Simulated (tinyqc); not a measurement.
Threshold of a short bulk MOSFET: charge sharing, barrier lowering, narrow width: one step of the calculation.

n-channel device on a p-type body, depletion approximation, full ionisation. Uniform doping N = Na. Vbi from Boltzmann statistics is rough for the degenerate source. Cox = eps0 eox/tox.

Task. Long-channel threshold and scales. ni = sqrt(Nc Nv) exp(-Eg/(2 Vt)), Eg in volts; 2 pB = 2 Vt ln(N/ni); flat band Vfb - Vt ln(N/Na); Wd = sqrt(2 eps0 eps_r (2 pB - Vbs)/(q N)); body term q N Wd/Cox; long-channel VT0 = flat band + 2 pB + body term; Vbi = Vt ln(N Nsd/ni^2); scale length l = sqrt((eps_r/eox) tox Wd).

Parameters, values chosen for the exercise; band and dielectric values close to those of silicon:

| symbol | value | unit | meaning |
|---|---|---|---|
| T | 350 | K | temperature |
| Eg | 1.1 | eV | band gap |
| eps_r | 11.6 |  | relative permittivity |
| Nc | 3.48e19 | cm^-3 | conduction-band density of states at T |
| Nv | 3.34e19 | cm^-3 | valence-band density of states at T |
| eox | 9.01 |  | relative permittivity of the gate insulator (close to aluminium oxide) |
| tox | 15 | nm | insulator thickness |
| Na | 2.8e17 | cm^-3 | channel doping |
| Nsd | 1e20 | cm^-3 | source and drain doping |
| Vfb | -0.72 | V | flat-band voltage for the doping Na |
| Vbs | 0 | V | body-source voltage |

Constants: q = 1.602176634e-19 C, kB = 1.380649e-23 J/K, Vt = kB T/q, eps0 = 8.8541878128e-14 F/cm where lengths are in cm. Results are converted to the units shown.

Give: N; 2 pB; flat band; Wd; body term; VT0; Vbi; l.

Result.

N = 2.800e17 cm^-3
2 pB = 0.8103 V
flat band = -0.7200 V
Wd = 60.91 nm
body term = 0.5138 V
VT0 = 0.6041 V
Vbi = 0.9876 V
l = 34.30 nm

Program tinyqc, `OMP_NUM_THREADS=1 python tinyqc.py 2002019 2002020 out.jsonl`; Intel Xeon 2.30GHz, shared host, one thread, about 0.01 s.
